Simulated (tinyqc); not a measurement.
Special k points of the fcc lattice: one step. Which stars the mesh integrates. Three cases, with inputs chosen for the exercise.

Task: Lattice vectors in units of a: a1 = (0, 1/2, 1/2), a2 = (1/2, 0, 1/2), a3 = (1/2, 1/2, 0); f are fractions of the reciprocal vectors. Evaluate the first six A_m at each irreducible point (k . R = 2 pi sum f_i n_i) and form the weighted means.

A_m(k) = sum over the m-th star of lattice vectors R of cos(k . R), stars in order of length: m = 1: |R|^2 = 0.5, 12 vectors, such as (1, 0, 0) in the basis a_i; m = 2: |R|^2 = 1, 6 vectors, such as (1, 1, -1) in the basis a_i; m = 3: |R|^2 = 1.5, 24 vectors, such as (2, 0, -1) in the basis a_i; m = 4: |R|^2 = 2, 12 vectors, such as (2, 0, 0) in the basis a_i; m = 5: |R|^2 = 2.5, 24 vectors, such as (2, 1, -1) in the basis a_i; m = 6: |R|^2 = 3, 8 vectors, such as (3, -1, -1) in the basis a_i. The zone mean of every A_m is zero.

Case 1.

Irreducible points:
```
f1              f2        f3  weight
0.166667  0.166667  0.166667       2
0.166667  0.166667  0.500000       6
0.166667  0.166667  0.833333       6
0.166667  0.500000  0.500000       6
0.166667  0.500000  0.833333       6
0.500000  0.500000  0.500000       1
```

Case 2.

Irreducible points:
```
f1              f2        f3  weight
0.000000  0.000000  0.000000       1
0.000000  0.000000  0.200000       8
0.000000  0.000000  0.400000       8
0.000000  0.200000  0.200000       6
0.000000  0.200000  0.400000      24
0.000000  0.200000  0.600000      24
0.000000  0.200000  0.800000      12
0.000000  0.400000  0.400000       6
0.000000  0.400000  0.600000      12
0.200000  0.400000  0.600000      24
```

Case 3.

Irreducible points:
```
f1              f2        f3  weight
0.166667  0.166667  0.166667       2
0.166667  0.166667  0.500000       6
0.166667  0.166667  0.833333       6
0.166667  0.500000  0.500000       6
0.166667  0.500000  0.833333       6
0.500000  0.500000  0.500000       1
```

Give: A_m at the points; weighted means.

Result:

Case 1.

A_m at the points:
```
      m=1     m=2     m=3     m=4    m=5     m=6
1   9.000   3.000   9.000   3.000  0.000   1.000
2   0.000  -3.000   0.000   0.000  0.000   4.000
3   3.000   0.000  -6.000  -3.000  0.000  -2.000
4  -3.000   3.000  -3.000   3.000  0.000   1.000
5  -3.000   0.000   6.000  -3.000  0.000  -2.000
6   0.000  -6.000   0.000  12.000  0.000  -8.000
```

weighted means: m=1 0.000, m=2 0.000, m=3 0.000, m=4 0.000, m=5 0.000, m=6 0.000

Case 2.

A_m at the points:
```
       m=1     m=2      m=3     m=4     m=5     m=6
1   12.000   6.000   24.000  12.000  24.000   8.000
2    7.854   1.854    4.854   1.146  -6.000   0.236
3    1.146  -4.854   -1.854   7.854  -6.000  -4.236
4    6.472   2.382   -1.528  -2.472   4.000  -6.472
5    0.618  -0.382   -5.472  -1.618   4.000  -0.618
6   -1.618  -2.618    3.472   0.618   4.000   1.618
7    2.854  -1.236   -3.236  -3.854  -6.000   5.236
8   -2.472   4.618  -10.472   6.472   4.000   2.472
9   -3.854   3.236    1.236   2.854  -6.000   0.764
10  -3.000   1.000    4.000  -3.000  -1.000  -2.000
```

weighted means: m=1 0.000, m=2 0.000, m=3 0.000, m=4 0.000, m=5 0.000, m=6 0.000

Case 3.

A_m at the points:
```
      m=1     m=2     m=3     m=4    m=5     m=6
1   9.000   3.000   9.000   3.000  0.000   1.000
2   0.000  -3.000   0.000   0.000  0.000   4.000
3   3.000   0.000  -6.000  -3.000  0.000  -2.000
4  -3.000   3.000  -3.000   3.000  0.000   1.000
5  -3.000   0.000   6.000  -3.000  0.000  -2.000
6   0.000  -6.000   0.000  12.000  0.000  -8.000
```

weighted means: m=1 0.000, m=2 0.000, m=3 0.000, m=4 0.000, m=5 0.000, m=6 0.000

All six means vanish: the mesh is exact for functions whose Fourier series ends within these stars.

Computed by tinyqc, one run a case: `OMP_NUM_THREADS=1 python tinyqc.py N N+1 out.jsonl` with N = 1650261, 1650351, 1650525; one thread of a shared Intel(R) Xeon(R) Processor @ 2.30GHz, about 0.2 s a run at most.
